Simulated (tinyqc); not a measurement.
Inside a calculation. Method: coherent transport through a tight-binding region between two chains. One step of it, computed by the program tinyqc.

Problem. Transmission at E = 0.05 eV. Surface Green function g = (E - i sqrt(4 t^2 - E^2)) / (2 t^2); self-energy tc^2 g on each contact site; G = (E - H - Sigma)^(-1); Gamma = -2 Im Sigma; T = Gamma_L Gamma_R |G_LR|^2; local density of states -Im G_ii / pi.

H of the central region (eV), lower triangle:
```
,1,2,3,4,5,6
1,0.000000
2,-1.740000,1.040000
3,0.000000,-0.750000,1.040000
4,0.000000,0.000000,-0.750000,1.040000
5,0.000000,0.000000,0.000000,-0.750000,1.040000
6,0.000000,0.000000,0.000000,0.000000,-0.970000,0.000000
```

Leads: semi-infinite chains with site energy 0:
```
parameter,value
lead hopping t (eV),2.990000
coupling to the left lead (eV),0.460000
coupling to the right lead (eV),1.080000
left contact site,1
right contact site,6
```

E = 0.050000 eV

Give: g; G; local density of states; transmission.

Solution.

g = 0.0028-0.3344i 1/eV

G (1/eV), lower triangle:
```
,1,2,3,4,5,6
1,-0.1074-0.1426i
2,0.5720+0.0084i,-0.0159-0.0235i
3,1.0041+0.3420i,-0.0146-0.0505i,-2.3487-0.8601i
4,0.7534+0.4430i,-0.0034-0.0432i,-1.7524-1.0847i,-2.3098-1.3886i
5,-0.0096+0.2428i,0.0101-0.0065i,0.0356-0.5718i,0.0368-0.7483i,0.0130-0.4159i
6,-0.5923-0.0947i,0.0130+0.0268i,1.3913+0.2551i,1.8235+0.3100i,1.0158+0.1541i,-0.3732-0.0824i
```

local density of states (1/eV): 0.0454  0.0075  0.2738  0.4420  0.1324  0.0262

transmission = 0.0397
